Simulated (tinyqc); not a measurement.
## Mass from the capacitance plateau

Question. Once one two-dimensional band is degenerate, Cq = q gv md m0 q/(pi hbar^2) and 1/C_G = 1/Cox + 1/Cq (no traps). Find Cq, md and the oxide-equivalent thickness 3.9 eps0/Cq that it adds.

Values chosen for this exercise:
```
symbol  value  unit            meaning
gv          2        valley degeneracy
```

Constants: q = 1.602176634e-19 C, hbar = 1.054571817e-34 J s, m0 = 9.1093837015e-31 kg, eps0 = 8.8541878128e-14 F/cm where lengths are in cm. Results are converted to the units shown.

C_G on the plateau = 0.48424581 uF/cm^2
Cox = 0.49330475 uF/cm^2

Answer. Removing Cox from the series leaves Cq, which is proportional to gv md.

Cq = 26.4 uF/cm^2
md = 0.197 m0
added thickness = 0.131 nm

Computed by the program tinyqc: `OMP_NUM_THREADS=1 python tinyqc.py 2200114 2200115 out.jsonl`, one thread of a shared Intel Xeon 2.30GHz, about 0.01 s for the whole run.
